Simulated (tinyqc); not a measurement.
# Gap voltage and exponent from three temperatures

Question. At constant current VBE(T) = Vg0 - a T - eta (kB T/q) ln T, where a is a constant. Find Vg0, eta and dVBE/dT at the middle temperature.

Constants: q = 1.602176634e-19 C, kB = 1.380649e-23 J/K. Results are converted to the units shown.

T (K): [253, 300, 390]
VBE at a constant current (V): [0.8639916562, 0.7877777187, 0.6362135049]

Solution. The relation is linear in Vg0, a and eta, so three points give a linear system; the slope is (VBE - Vg0 - eta kB T/q)/T. eta rests on the curvature of VBE(T) alone, so real fits need accuracy of some tens of microvolts or better.

Vg0 = 1.20 V
eta = 3.30
dVBE/dT = -1.65 mV/K

tinyqc, about 0.03 s, one thread, Intel Xeon 2.30GHz (shared host): `OMP_NUM_THREADS=1 python tinyqc.py 2062017 2062018 out.jsonl`
